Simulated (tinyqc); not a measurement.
From results back to parameters: armchair graphene nanoribbon in tight binding. Three cases, with inputs chosen for the exercise.

Problem. For an armchair ribbon without edge correction the gap is 2t times the smallest |1 + 2 cos(p pi/(N + 1))|, p = 1 to N. The gap below belongs to a hidden N between 3 and 40.

Case 1.

Values chosen (out of a larger set: near those used for graphene; not measured data): t = 2.53 eV (hopping).

gap = 0.31971 eV

Case 2.

Values chosen (out of a larger set: near those used for graphene; not measured data): t = 2.56 eV (hopping).

gap = 0.86615 eV

Case 3.

Values chosen (out of a larger set: near those used for graphene; not measured data): t = 2.54 eV (hopping).

gap = 0.29427 eV

Find: N; family.

Solution.

Case 1.

N = 28

family: 3p+1

Near c = -1/2 the gap is about 2 pi t/(sqrt3 (N + 1)), which gives N + 1 = 28.7; the exact formula gives 0.32416, 0.31971 and 0.00000 eV for N = 27, 28 and 29.

Case 2.

N = 10

family: 3p+1

Near c = -1/2 the gap is about 2 pi t/(sqrt3 (N + 1)), which gives N + 1 = 10.7; the exact formula gives 0.89892, 0.86615 and 0.00000 eV for N = 9, 10 and 11.

Case 3.

N = 30

family: 3p

Near c = -1/2 the gap is about 2 pi t/(sqrt3 (N + 1)), which gives N + 1 = 31.3; the exact formula gives 0.00000, 0.29427 and 0.29061 eV for N = 29, 30 and 31.

Computed by tinyqc, one run a case: `OMP_NUM_THREADS=1 python tinyqc.py N N+1 out.jsonl` with N = 1481642, 1481714, 1481825; one thread of a shared Intel(R) Xeon(R) Processor @ 2.30GHz, about 0.03 s a run at most.
